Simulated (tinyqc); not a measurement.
Worked calculation: X-ray reflectivity of a thin film on silicon: critical angles, Parratt recursion, fringes and roughness. Computed by tinyqc, a small Python program that keeps every step. Command: `OMP_NUM_THREADS=1 python tinyqc.py 3120294 3120295 out.jsonl xrr walk`. One thread of a shared host (Intel(R) Xeon(R) Processor @ 2.30GHz), about 0.01 s of CPU time with the checks. Intermediate numbers are printed to about 6 digits and carried at full precision; extremes and crossings named in words are read from the listed rows.

n = 1 - delta + i beta; the classical electron radius is r_e = 2.8179403e-6 nm. Layer 0 is vacuum, 1 the film, 2 the substrate.

Inputs (values chosen for the exercise, modelled on SiO2 on silicon, copper K-alpha radiation):
```
quantity                                        value     unit
wavelength lambda                             0.15406       nm
film density rho                                 2.16   g/cm^3
effective electrons per unit mass, film         0.497    mol/g
beta/delta, film                                0.012        -
film thickness d                                 30.9       nm
roughness of the surface sigma_1                 0.37       nm
roughness of the interface sigma_2               0.64       nm
substrate density                                2.33   g/cm^3
effective electrons per unit mass, substrate    0.507    mol/g
beta/delta, substrate                           0.023        -
grazing angle theta                              1.28  degrees
```

Constants: N_A = 6.02214076e+23 1/mol.

## Optical constants

delta = r_e lambda^2 rho_e/(2 pi), rho_e = density x electrons per mass x N_A; critical angle sqrt(2 delta), q_c = 4 sqrt(pi r_e rho_e).

Constants:
```
layer      rho_e (1/nm^3)        delta         beta  critical angle (degrees)  q_c (1/nm)
film              646.489  6.88165e-06  8.25798e-08                  0.212561    0.302609
substrate         711.402  7.57263e-06  1.74170e-07                  0.222977    0.317437
```

Film and substrate have nearly the same electron density, so the fringes are weak.

## Critical angle of the film

The formulas are those given above.

critical angle of the film = 0.212561 degrees

## Reflectivity at one angle

k_j = (2 pi/lambda) sqrt(sin^2 theta - 2 delta_j + 2 i beta_j); r_ij = (k_i - k_j)/(k_i + k_j) x exp(-2 k_i k_j sigma^2) (Nevot-Croce); r = (r_01 + r_12 p)/(1 + r_01 r_12 p), p = exp(2 i k_1 d); R = |r|^2.

k_0, k_1, k_2 (1/nm): 0.911048  0.898396+0.000153i  0.897116+0.000323i

1000 r_01 = 5.58838-0.06822i

1000 r_12 = 0.368385-0.049161i

p = 0.511844-0.848113i

reflectivity R = 3.30576e-05

q = 4 pi sin(theta)/lambda = 1.82210 1/nm

## Fringe period, contrast and decay

Far above the critical angle the period is d theta = lambda/(2 d), or 2 pi/d in q; the envelope runs between (|r_01| - |r_12 p|)^2 and (|r_01| + |r_12 p|)^2; contrast = 2 a b/(a^2 + b^2) with a = |r_01|, b = |r_12 p|; roughness factors on the amplitudes are about exp(-q^2 sigma^2/2).

period in theta = 0.142832 degrees

period in q = 0.203339 1/nm

contrast = 0.131179

roughness factor, surface = 0.796717

roughness factor, interface = 0.506646

## Thickness from the minima

Minima of R theta^4 are located on 6001 points over 7.5 periods, from 1.15 times the larger critical angle. With refraction, sin^2(theta_m) = 2 delta + m^2 (lambda/(2 d))^2, m integer or half-integer; the first six minima are used, and the first order is the one that minimises the largest residual of the least-squares line plus the distance of its intercept from 2 delta. Without refraction, d = lambda/(2 x mean step of sin theta).

Minima:
```
order m  theta (degrees)  sin^2 theta
1.5             0.306951  2.87004e-05
2.5             0.419966  5.37249e-05
3.5             0.547086  9.11702e-05
4.5             0.680812  1.41185e-04
5.5             0.817752  2.03689e-04
6.5             0.956477  2.78653e-04
```

d with refraction = 30.8149 nm

d without refraction = 33.9770 nm

Against d = 30.9 nm the errors are -0.28 % with and +9.96 % without refraction. The orders are half-integers, as r_01 and r_12 have the same sign for a film less dense than the substrate.

## Which roughness does what

R is averaged over one period above each angle (64 points); contrast = (max - min)/(max + min) of R theta^4 over that period. Cases: smooth; only sigma_1; only sigma_2; both.

Mean R and contrast:
```
theta (degrees)     R smooth  contrast   R, sigma_1  contrast, sigma_1   R, sigma_2  contrast, sigma_2      R, both  contrast, both
0.8              2.39887e-04  0.199526  1.96231e-04           0.215995  2.39540e-04           0.150346  1.95850e-04        0.163018
1.2              5.07854e-05  0.200170  3.27964e-05           0.225249  5.06228e-05           0.104760  3.26209e-05        0.107335
1.8              1.07070e-05  0.200332  4.15918e-06           0.357845  1.06211e-05           0.050630  4.06864e-06        0.113672
2.5              2.97230e-06  0.200036  5.01132e-07           0.457088  2.95353e-06           0.013872  4.77748e-07        0.096561
3.5              7.97214e-07  0.200175  3.08223e-08           0.836948  7.91195e-07           0.001109  2.34265e-08        0.137201
```

At 2.5 degrees sigma_1 alone multiplies the mean R by 0.17 and sigma_2 alone by 0.99; the contrast goes from 0.20 (smooth) to 0.46 and 0.01.

Checks made by the program: smooth bare substrate far above q_c against (q_c/2q)^4 (relative difference 1e-03).
